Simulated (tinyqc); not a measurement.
Energy and lattice constant: complex band structure along [001] in sp3s* tight binding.

For k = (0, 0, kz) the phase sums are g0 = cos(phi) and g3 = i sin(phi), phi = kz a/4, and the s, pz, s* orbitals of anion (a) and cation (c) decouple from px, py. With z = exp(i phi), H(z) = H0 + z T + T^T/z for any complex z. H0 is diagonal (Esa, Epa, Exa, Esc, Epc, Exc). The anion-cation block is B(z) = z U + W/z and the cation-anion block z W^T + U^T/z, where U has Vss/2 (s,s), Vsapc/2 (s,z), -Vscpa/2 (z,s), Vxx/2 (z,z), Vxapc/2 (s*,z), -Vpaxc/2 (z,s*), and W has the same values with the s-z and s*-z signs reversed. |z| = 1 is a band state, |z| < 1 decays along [001] as exp(-kappa d) over a distance d, kappa = -(4/a) ln|z|. No spin-orbit coupling.

Inputs chosen for the exercise (out of a larger set: near a published set for InAs, fitted to gaps, whose masses and valley positions are rough (light masses up to twice too heavy); not measured data): p = (-9.526, 0.913, -2.749, 3.731, 7.334, 6.701, -5.653, 1.858, 4.429, 3.031, 5.381, 3.359, 3.91) eV (order Esa, Epa, Esc, Epc, Exa, Exc, Vss, Vxx, Vxy, Vsapc, Vscpa, Vxapc, Vpaxc); a = 6.061 angstrom (lattice constant); dE = 0.07 eV (E - Ev).

The slowest root of the s-pz block and the heavy-hole branch, sinh^2(kappa a/4) = ((E - Epa)(E - Epc) - Vxx^2)/(Vxx^2 - Vxy^2), at E = Ev + dE with Ev the lower root of [[Epa, Vxx], [Vxx, Epc]]; the couplings are kept when a changes.

One parameter was then changed.

Results before and after:
```
case     slowest kappa (1/angstrom)  heavy-hole kappa (1/angstrom)
base                         0.0224                         0.0928
changed                      0.0258                         0.1104
```

Which of these changes was made? (a) dE = 0.1 eV; (b) a = 6.243 angstrom.
Answer: (a) dE = 0.1 eV. Of the candidates, run in turn, only this one gives the changed row.

All candidates:
```
case                slowest kappa (1/angstrom)  heavy-hole kappa (1/angstrom)
base                                    0.0224                         0.0928
dE = 0.1 eV                             0.0258                         0.1104
a = 6.243 angstrom                      0.0217                         0.0901
```

With the couplings fixed, kappa a stays, so kappa scales as 1/a.

Computed by tinyqc, a small Python program: `OMP_NUM_THREADS=1 python tinyqc.py 1451849 1451850 out.jsonl` (the numbers bound the seed that draws the inputs); one thread of a shared host (Intel(R) Xeon(R) Processor @ 2.30GHz), about 0.01 s for the whole set of steps.
